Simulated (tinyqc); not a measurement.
Along the channel and with depth: stress in a transistor channel from embedded alloy regions, liners and fins, by half-space elasticity. Computed by tinyqc, a small Python program. Command: `OMP_NUM_THREADS=1 python tinyqc.py 3029361 3029362 out.jsonl stressor walk`. One thread of a shared host (Intel(R) Xeon(R) Processor @ 2.30GHz), about 0.01 s of CPU time with the checks.

Plane strain in an isotropic half-space, the same constants everywhere; x along the channel from its centre, y downwards from the free surface; stress is positive in tension.

Inputs (values chosen for the exercise, modelled on silicon):
```
quantity                          value  unit
alloy fraction x                   0.37     -
lattice change per unit x, beta  0.0418     -
Young's modulus E                   158   GPa
Poisson ratio nu                   0.26     -
channel length L                     70    nm
length of each stressor S           120    nm
recess depth d                       30    nm
depth of the field point y          2.2    nm
```

Stressor: Si(1-x)Ge(x) source and drain.

Method. Misfit e = beta x. A fully constrained inclusion holds the stress -p with p = E e/(1 - 2 nu); a blanket film would hold -E e/(1 - nu) in the plane. A line element dA of misfit at (a, c) in the half-space gives, with C = E e/(2 pi (1 - nu)), X = x - a, r1^2 = X^2 + (y - c)^2, r2^2 = X^2 + Y^2, Y = y + c: s_xx = -C dA {[X^2 - (y - c)^2]/r1^4 + 3 [X^2 - Y^2]/r2^4 + 4 y Y (Y^2 - 3 X^2)/r2^6}, s_yy = C dA {[X^2 - (y - c)^2]/r1^4 - [X^2 - Y^2]/r2^4 + 4 y Y (Y^2 - 3 X^2)/r2^6}. These are integrated over two rectangles, L/2 < |a| < L/2 + S, 0 < c < d (closed form in a, 200 Gauss-Legendre points in c).

misfit e = 0.015466

Stress (MPa):
```
2x/L  s_xx at y  s_yy at y  s_xx at d/2  s_xx at 1.5 d
0.0     -2057.5     -4.151      -1246.0         -45.57
0.2     -2090.5     -4.129      -1237.5         -40.58
0.4     -2184.3     -3.778      -1214.2         -23.04
0.6     -2309.9     -1.579      -1196.5          17.69
0.8     -2322.1     16.586      -1275.8         103.60
```

What follows from these numbers?

Near the surface s_xx changes by +13 % from the centre to 2x/L = 0.8. At the centre, s_xx at half the recess depth is 0.61 of its value at y, and below the recess 0.02. An element acts with the sign of X^2 - (y - c)^2, so its direct term reverses where the offset in depth exceeds the lateral distance, and the image terms that amplify the stress near the surface fade with depth.
